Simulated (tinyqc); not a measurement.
MOS structure on a p-type body with a surface-enhanced doping, non-linear Poisson equation by Newton steps: two steps of the calculation.

One dimension, insulator interface at x = 0, acceptor density Na + N0 exp(-x/Ls), net doping C = -(acceptor density). psi is counted from the intrinsic level: n = ni exp((psi - Vb)/Vt), p = ni exp(-psi/Vt); deep in the body psi_b = -Vt ln(Na/ni). The gate acts through Cox = eps0 eox/tox and has the potential psi_G = Vg - (phiM - chi - Vt ln(Nc/ni)). Boltzmann statistics, full ionisation, classical densities, no oxide or interface charge.

Parameters, values chosen for the exercise; band and dielectric values close to those of silicon:
- T = 300 K (temperature)
- Eg = 1.1 eV (band gap)
- Nc = 2.79e19 cm^-3 (conduction-band density of states at T)
- Nv = 2.61e19 cm^-3 (valence-band density of states at T)
- chi = 4.03 eV (electron affinity)
- Na = 2e17 cm^-3 (acceptor density deep in the body)
- eox = 3.9 (relative permittivity of the gate insulator (close to silicon dioxide))
- tox = 2.4 nm (insulator thickness)
- phiM = 4.37 eV (gate work function)
- Vb = 1.2 V (electron quasi-Fermi potential against the body)
- Vg = 2.13 V (gate voltage against the body)

Constants: q = 1.602176634e-19 C, kB = 1.380649e-23 J/K, Vt = kB T/q, eps0 = 8.8541878128e-14 F/cm where lengths are in cm. Results are converted to the units shown.

Problem 1. Scales and end potentials. ni = sqrt(Nc Nv) exp(-Eg/(2 Vt)), Eg in volts; Cox, psi_G and psi_b as defined.

Wanted: ni; Cox; psi_G; psi_b.

Solution 1.

ni = 1.554e10 cm^-3
Cox = 1.439 uF/cm^2
psi_G = 2.341 V
psi_b = -0.4232 V

Problem 2. Converged densities and sheet charges. n and p as above; box widths w_i (half boxes at both ends); band bending psi_0 - psi_b; N_inv = sum w n; N_dep = -sum w (p + C); centroid sum w n x/N_inv; gate charge Cox (psi_G - psi_0)/q.

```
node,x (nm),converged psi (V),net doping C (cm^-3)
0,0,1.7340372,-1.1e18
1,0.5,1.6945855,-1.0895955e18
2,1.45,1.6241972,-1.0701572e18
3,3.27,1.4943731,-1.0340958e18
4,6.73,1.2623189,-9.6960942e17
5,13.3,0.8715196,-8.6056296e17
6,25.9,0.2841660,-6.9278313e17
7,49.9,-0.3599638,-4.8200637e17
8,95.6,-0.4320349,-2.9743047e17
9,183,-0.4248471,-2.1276339e17
10,349,-0.4232412,-2.0026877e17
11,666,-0.4232032,-2.0000017e17
```

ni = 1.5542791e10 cm^-3

Find: n; p; band bending; N_inv; N_dep; centroid of the electrons; gate charge over q.

Solution 2.

```
node,n (cm^-3),p (cm^-3)
0,1.4553e19,1.1508e-19
1,3.1637e18,5.2935e-19
2,2.0784e17,8.0578e-18
3,1.3702e15,1.2223e-15
4,1.7316e11,9.6717e-12
5,47130,3.5534e-5
6,6.4002e-6,2.6167e5
7,9.6670e-17,1.7324e16
8,5.9504e-18,2.8145e17
9,7.8578e-18,2.1313e17
10,8.3614e-18,2.0029e17
11,8.3737e-18,2.0000e17
```

band bending = 2.1572 V
N_inv = 6.2235e11 cm^-2
N_dep = 4.8271e12 cm^-2
centroid of the electrons = 0.25325 nm
gate charge over q = 5.4495e12 cm^-2

N_inv + N_dep is within 0.01 % of the gate charge.

Program tinyqc, `OMP_NUM_THREADS=1 python tinyqc.py 2080171 2080172 out.jsonl`; Intel Xeon 2.30GHz, shared host, one thread, about 0.5 s.
